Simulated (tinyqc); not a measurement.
# Surface segregation during layer-by-layer epitaxy: two-layer exchange kinetics and the shape of quantum wells and delta layers, step by step

A worked calculation. Computed by tinyqc, a small Python program that keeps every step. Command: `OMP_NUM_THREADS=1 python tinyqc.py 3021238 3021239 out.jsonl mbeseg walk`. One thread of a shared host (Intel(R) Xeon(R) Processor @ 2.30GHz), about 0.01 s of CPU time with the checks. Intermediate numbers are printed to about 5 digits and carried at full precision; extremes and crossings named in words are read from the listed rows.

Atoms A and B exchange only between the growing layer and the one below it. B is supplied for N layers, then pure A follows.

Inputs (values chosen for the exercise, close to those used for germanium in silicon):
```
quantity                                   value      unit
barrier E1 for B to move up                 1.69        eV
segregation energy E_s                      0.27        eV
attempt frequency nu                           1       THz
growth rate G                                1.1  layers/s
share x0 of B in the flux during the well   0.17         -
layers in the well N                           1         -
layer thickness                             1.36  angstrom
temperature T                                360         C
```

Constants: k_B = 8.617333262e-05 eV/K.

## Exchange rates

p1 = nu exp(-E1/(k_B T)) (B up, A down), p2 = nu exp(-(E1 + E_s)/(k_B T)) (B down); time per layer tau = 1/G; K = p1/p2. Temperatures in kelvin are T(C) + 273.15. Dilute equilibrium share passed up per layer R_eq = K/(1 + K).

p1 = 0.035307 1/s

p2 = 2.5044e-04 1/s

p1 tau = 0.032097

K = 140.98

R_eq = 0.99296

Exchange is slow against growth: segregation is kinetically frozen.

## The second layer

Each layer is deposited complete with B share x_dep and then exchanges for the time tau = 1/G with the layer below, whose share is b (total c = s + b fixed): ds/dt = p1 b (1 - s) - p2 s (1 - b), s(0) = x_dep. With the roots s1 < s2 of the right side, (s - s1)/(s - s2) = [(s(0) - s1)/(s(0) - s2)] exp(-(p1 - p2)(s2 - s1) tau). The lower layer is then buried with c - s, and s becomes the b of the next layer. Layer 1 is deposited on pure A with share x0; with nothing to lift from below, take b = 0 and s(0) = x0 for it. Then layer 2 has x_dep = 0.

share in layer 1 after its exchange = 0.16996

root s1 for layer 2 = 0.16853

root s2 for layer 2 = 1.0157

share in layer 2 after its exchange = 0.0053539

share buried in layer 1 = 0.16461

## Buried profile

In the dilute tail each layer passes up the share R = R_eq (1 - exp(-(p1 + p2) tau)); decay length = -layer thickness/ln R. Index 0 is the last layer of pure A below the well. Share of B outside the intended layers 1..N = 1 - (sum over 1..N)/(N x0).

Share of B:
```
layer  intended   buried
0          0.00  0.00004
1          0.17  0.16461
2          0.00  0.00518
3          0.00  0.00016
4          0.00  0.00001
5          0.00  0.00000
6          0.00  0.00000
7          0.00  0.00000
11         0.00  0.00000
16         0.00  0.00000
26         0.00  0.00000
```

share passed up R = 0.031584

decay length = 0.39362 angstrom

peak share (largest buried share) = 0.16461

share of B outside the well = 0.031718

The profile is close to the intended one. Caution: a decay length below one layer thickness is only formal. Caution: two-layer exchange with complete layers is a simplification that can understate segregation at low temperature; desorption, step-edge exchange and surfactants are left out.

## Kinetic against equilibrium segregation over temperature

R_eq = K/(1 + K).

Segregation:
```
T (C)      p1 tau     R_eq           R  decay length (angstrom)  peak share
240    2.2945e-05  0.99778  2.2944e-05               1.2731e-01     0.17000
280    3.6386e-04  0.99654  3.6379e-04               1.7174e-01     0.16994
320    3.9746e-03  0.99495  3.9667e-03               2.4594e-01     0.16932
360    3.2097e-02  0.99296  3.1584e-02               3.9362e-01     0.16461
400    2.0222e-01  0.99057  1.8291e-01               8.0059e-01     0.13910
440    1.0363e+00  0.98779  6.4183e-01               3.0670e+00     0.06425
480    4.4648e+00  0.98463  9.7407e-01               5.1760e+01     0.00606
520    1.6601e+01  0.98112  9.8112e-01               7.1334e+01     0.00382
```

The decay length grows in every row: exchange is still limited by its rate. p1 tau passes 1 between 400 and 440 C, below which sharp interfaces can be grown. Caution: decay lengths below one layer thickness are only formal.

Checks made by the program: closed form against integration of the exchange equation (relative difference below 1e-10); conservation of B (relative difference below 1e-10).
